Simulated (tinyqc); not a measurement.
Sp3 tight binding, zinc-blende lattice, step by step. Computed by tinyqc, a small Python program that keeps every step. Command: `OMP_NUM_THREADS=1 python tinyqc.py 24320 24321 out.jsonl` (the two numbers bound the seeds that draw the settings). One thread of a shared host (Intel(R) Xeon(R) Processor @ 2.60GHz), about 0.01 s of CPU time with the checks.

## Bloch Hamiltonian at k

Parameters chosen for this model: zinc-blende lattice, anion at 0, cation at a/4 (1,1,1); V = eta hbar^2 / (m d^2), hbar^2/m = 7.619964 eV angstrom^2:
```
parameter          value      unit
a               4.550000  angstrom
d               1.970208  angstrom
Es anion      -13.110000        eV
Ep anion       -5.820000        eV
Es cation     -13.110000        eV
Ep cation      -5.820000        eV
eta ss         -1.350000
eta sp          1.810000
eta pp sigma    2.250000
eta pp pi      -0.830000
V ss           -2.650102        eV
V sp            3.553100        eV
V pp sigma      4.416837        eV
V pp pi        -1.629322        eV
```

k point k (2 pi / a): 0.4500  -0.1300  -0.1700

Slater-Koster rules over the four bonds with direction cosines (l, m, n): ss V_ss; s-px l V_sp; px-s -l V_sp; px-px l^2 V_pps + (1 - l^2) V_ppp; px-py l m (V_pps - V_ppp); each times exp(i k.d).

H(k) at k (eV), lower triangle (Hermitian):
```
                  a s            a px             a py             a pz
a s          -13.1100
a px           0.0000         -5.8200
a py           0.0000          0.0000          -5.8200
a pz           0.0000          0.0000           0.0000          -5.8200
c s   -7.6134-0.3684i  0.3339+5.0334i  -1.3770-1.2205i  -1.0424-1.6122i
c px  -0.3339-5.0334i  1.1091+0.0537i   1.0241+1.5839i   1.3528+1.1990i
c py   1.3770+1.2205i  1.0241+1.5839i   1.1091+0.0537i  -0.3280-4.9451i
c pz   1.0424+1.6122i  1.3528+1.1990i  -0.3280-4.9451i   1.1091+0.0537i

           c s     c px     c py     c pz
c s   -13.1100
c px    0.0000  -5.8200
c py    0.0000   0.0000  -5.8200
c pz    0.0000   0.0000   0.0000  -5.8200
```

## Levels at k

Diagonalise the Hermitian matrix.

eigenvalues (eV): -22.5211  -13.3994  -11.0761  -10.2042  -2.6439  -1.9425  -0.5899  1.2372

weights |c|^2 of the basis functions:
```
      band 1  band 2  band 3  band 4  band 5  band 6  band 7  band 8
a s   0.4529  0.1433  0.0029  0.0528  0.0259  0.2346  0.0019  0.0857
a px  0.0386  0.1121  0.0082  0.2249  0.3909  0.0963  0.0026  0.1266
a py  0.0033  0.1257  0.2773  0.0713  0.0323  0.1096  0.2382  0.1422
a pz  0.0053  0.1189  0.2116  0.1511  0.0508  0.0595  0.2573  0.1455
c s   0.4529  0.1433  0.0029  0.0528  0.0259  0.2346  0.0019  0.0857
c px  0.0386  0.1121  0.0082  0.2249  0.3909  0.0963  0.0026  0.1266
c py  0.0033  0.1257  0.2773  0.0713  0.0323  0.1096  0.2382  0.1422
c pz  0.0053  0.1189  0.2116  0.1511  0.0508  0.0595  0.2573  0.1455
```

## Bloch Hamiltonian at L

k point L (2 pi / a): 0.5000  0.5000  0.5000

As before.

H(k) at L (eV), lower triangle (Hermitian):
```
                  a s             a px             a py             a pz
a s          -13.1100
a px           0.0000          -5.8200
a py           0.0000           0.0000          -5.8200
a pz           0.0000           0.0000           0.0000          -5.8200
c s   -3.7478-3.7478i   2.9011+2.9011i   2.9011+2.9011i   2.9011+2.9011i
c px  -2.9011-2.9011i   0.5460+0.5460i  -2.8502-2.8502i  -2.8502-2.8502i
c py  -2.9011-2.9011i  -2.8502-2.8502i   0.5460+0.5460i  -2.8502-2.8502i
c pz  -2.9011-2.9011i  -2.8502-2.8502i  -2.8502-2.8502i   0.5460+0.5460i

           c s     c px     c py     c pz
c s   -13.1100
c px    0.0000  -5.8200
c py    0.0000   0.0000  -5.8200
c pz    0.0000   0.0000   0.0000  -5.8200
```

## Levels at L

As before.

eigenvalues (eV): -20.6891  -18.0438  -10.6229  -10.6229  -2.8754  -1.0171  -1.0171  3.7484

## Bands along a path

The same steps at evenly spaced points between the labelled ones.

Bands along the path (eV):
```
k           band 1    band 2    band 3    band 4   band 5   band 6   band 7   band 8
L         -20.6891  -18.0438  -10.6229  -10.6229  -2.8754  -1.0171  -1.0171   3.7484
L-G 0.25  -21.6860  -16.3608  -10.2965  -10.2965  -2.9230  -1.3435  -1.3435   3.1099
L-G 0.50  -22.8256  -13.2830   -9.3874   -9.3874  -3.0534  -2.2526  -2.2526   1.3021
L-G 0.75  -23.4955   -9.8044   -8.1467   -8.1467  -3.4933  -3.4933  -3.3275  -1.2326
G         -23.7104   -7.3643   -7.3643   -7.3643  -4.2757  -4.2757  -4.2757  -2.5096
G-X 0.25  -23.4217   -9.2189   -9.2189   -8.9859  -3.8751  -2.4211  -2.4211  -1.5773
G-X 0.50  -22.4999  -12.1015  -11.6240  -11.6240  -2.8337  -0.4248  -0.0160  -0.0160
G-X 0.75  -20.8465  -15.4274  -13.2913  -13.2913  -1.5492  -0.0370   1.6513   1.6513
X         -18.4437  -18.4437  -13.8815  -13.8815  -0.4863  -0.4863   2.2415   2.2415
X-W 0.25  -18.4437  -18.4437  -13.8815  -13.8815  -0.4863  -0.4863   2.2415   2.2415
X-W 0.50  -18.4437  -18.4437  -13.8815  -13.8815  -0.4863  -0.4863   2.2415   2.2415
X-W 0.75  -18.4437  -18.4437  -13.8815  -13.8815  -0.4863  -0.4863   2.2415   2.2415
W         -18.4437  -18.4437  -13.8815  -13.8815  -0.4863  -0.4863   2.2415   2.2415
```

With 4 band(s) filled, the highest filled level on these points lies at G and the lowest empty one at G: a gap of 3.0885 eV, direct.
